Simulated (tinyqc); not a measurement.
Dispersion: Heisenberg magnet: exchange from energy differences, ordering vector, linear spin waves and ordering temperature. Computed by tinyqc, a small Python program. Command: `OMP_NUM_THREADS=1 python tinyqc.py 3008086 3008087 out.jsonl magnon walk`. One thread of a shared host (Intel(R) Xeon(R) Processor @ 2.30GHz), about 0.3 s of CPU time with the checks.

H = -sum over pairs <ij> J_ij S_i.S_j - K sum_i (S_i^z)^2, each pair once, J > 0 ferromagnetic. First neighbours: 12 at a (0.5, 0.5, 0), second: 6 at a (1, 0, 0), with all permutations and signs.

Inputs (values chosen for the exercise, for a model magnet):
```
quantity                  value      unit
exchange J1               0.251       meV
exchange J2               0.053       meV
spin S                      2.5         -
single-ion anisotropy K  0.0067       meV
lattice constant a         4.74  angstrom
```

Lattice: fcc. Order: ferromagnetic.

Method:
- g_s(q) = sum over shell s of cos(q.R), z1 = g1(0). E(q) = S [J(0) - J(q)] + (2S - 1) K, J(q) = J1 g1 + J2 g2. The factor 2S - 1 removes the anisotropy for S = 1/2.
- sum R_x^2 over the shells is s1 = 2 a^2 and s2 = 2 a^2. E = gap + D q^2 with D = (S/2)(J1 s1 + J2 s2) and gap = (2S - 1) K.
- J(q) = J1 g1(q) + J2 g2(q), g_s(q) = sum over shell s of cos(q.R).

gap = 0.0268 meV

stiffness D = 17.0754 meV angstrom^2

Energies (meV); X = (1, 0, 0), L = (0.5, 0.5, 0.5) in 2 pi/a:
```
line  fraction of the way    E(q)  gap + D q^2
G-X                  0.10   0.323        0.327
G-X                  0.25   1.762        1.902
G-X                  0.50   5.577        7.528
G-X                  0.75   8.861       16.904
G-X                  1.00  10.067       30.030
G-L                  0.10   0.250        0.252
G-L                  0.25   1.362        1.433
G-L                  0.50   4.587        5.652
G-L                  0.75   7.811       12.685
G-L                  1.00   9.147       22.529
```

What follows from these numbers?

At the end of the G-X rows the long-wave form is 2.98 times the true energy. At the end of the G-L rows the long-wave form is 2.46 times the true energy. It holds to 5 % in 2 of the ten rows; nearer the zone boundary the cosine flattens the band.
